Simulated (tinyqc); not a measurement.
# MOSFET in the linear regime without short-channel effects, parameter extraction from computed curves: what changes with what

Inversion charge Q = Cox n Vt W0(exp((Vg - VT)/(n Vt))), W0 the Lambert function and n = nf; u = Q/Cox; mobility mu = mu0/(1 + th1 u + th2 u^2); channel resistance Rch = (L - dL)/(W mu Q); Id = Vd/(Rch + Rsd/W). Cox = eps0 eox/tox. Small Vd, no channel-length or drain effects.

Parameters, values chosen for the exercise; channel values of the order met in silicon transistors:
- T = 300 K (temperature)
- eox = 9.23 (relative permittivity of the gate insulator (close to aluminium oxide))
- tox = 15 nm (insulator thickness)
- mu0 = 170 cm^2/(V s) (low-field mobility)
- th1 = 0.72 1/V (first mobility attenuation factor)
- th2 = 0 1/V^2 (second mobility attenuation factor)
- VT = 0.28 V (threshold voltage)
- nf = 1.41 (body factor)
- W = 0.5 um (gate width)
- L = 0.051 um (drawn gate length)
- dL = 0.002 um (drawn less effective length)
- Rsd = 570 ohm um (source plus drain resistance)
- Vd = 0.01 V (drain voltage)

Constants: q = 1.602176634e-19 C, kB = 1.380649e-23 J/K, Vt = kB T/q, eps0 = 8.8541878128e-14 F/cm where lengths are in cm. Results are converted to the units shown.

Each table varies one quantity; the others keep the values above.

## Extraction methods against the source plus drain resistance

From the continuous curve Id(Vg): tangent at peak gm (V_ext = Vg - Id/gm); constant current Id = 0.1 uA W/L; peak of d2Id/dVg2; Y = Id/sqrt(gm) drawn through Vg = VT + 0.6 and VT + 0.8 V, with intercept VT_Y and slope s. Mobilities gm,max L/(W Cox Vd) and s^2 L/(W Cox Vd) with the drawn L. Last column: share of Rsd/W in the total resistance at VT + 0.8 V.

Results:
columns A: Rsd (ohm um); B: V_ext (V); C: constant current (V); D: second derivative (V); E: VT_Y (V); F: mobility from gm (cm^2/(V s)); G: mobility from Y (cm^2/(V s)); H: series share (%)
```
A         B      C      D      E     F    G     H
0     0.275  0.433  0.268  0.326   116  157     0
50    0.272  0.435  0.267  0.326   113  157  4.19
200   0.266  0.440  0.265  0.326   106  157  14.9
400   0.260  0.447  0.263  0.326  98.5  157  25.9
800   0.251  0.463  0.259  0.326  87.5  157  41.1
1500  0.241  0.499  0.253  0.326  74.8  157  56.7
```

Estimate the missing row, Rsd = 100 ohm um.

Computed row:
columns A: Rsd (ohm um); B: V_ext (V); C: constant current (V); D: second derivative (V); E: VT_Y (V); F: mobility from gm (cm^2/(V s)); G: mobility from Y (cm^2/(V s)); H: series share (%)
```
A        B      C      D      E    F    G     H
100  0.270  0.436  0.266  0.326  111  157  8.03
```

With this row back in the table: The model has VT = 0.28 V and mu0 = 170 cm^2/(V s). Over the table the extracted thresholds move by 34 mV (tangent), 66 mV (constant current), 15 mV (second derivative), under 0.5 mV (Y function). The mobility from gm falls from 116 to 74.8 and that from Y stays near 157 cm^2/(V s). Y cancels the series resistance, which multiplies Id and sqrt(gm) by the same factor.

## Extraction methods against the drawn gate length

Same model as above.

Extraction methods against the drawn gate length:
columns A: L (um); B: V_ext (V); C: constant current (V); D: second derivative (V); E: VT_Y (V); F: mobility from gm (cm^2/(V s)); G: mobility from Y (cm^2/(V s)); H: series share (%)
```
A          B      C      D      E     F    G      H
0.03   0.248  0.465  0.257  0.326  85.8  162   46.6
0.062  0.259  0.451  0.262  0.326  95.7  156   28.9
0.13   0.266  0.445  0.265  0.326   103  153   16.0
0.27   0.270  0.442  0.266  0.326   107  152   8.34
0.56   0.272  0.441  0.267  0.326   109  152   4.19
1.2    0.274  0.440  0.267  0.326   110  151   2.00
2.4    0.274  0.440  0.267  0.326   111  151   1.01
5      0.275  0.440  0.267  0.326   111  151  0.486
```

What does the comparison show?

The model has VT = 0.28 V and mu0 = 170 cm^2/(V s). Over the table the extracted thresholds move by 27 mV (tangent), 25 mV (constant current), 10 mV (second derivative), under 0.5 mV (Y function). The mobility from gm rises from 85.8 to 111 and that from Y falls from 162 to 151 cm^2/(V s).

Program tinyqc, `OMP_NUM_THREADS=1 python tinyqc.py 2210009 2210010 out.jsonl`; Intel Xeon 2.30GHz, shared host, one thread, about 0.01 s.
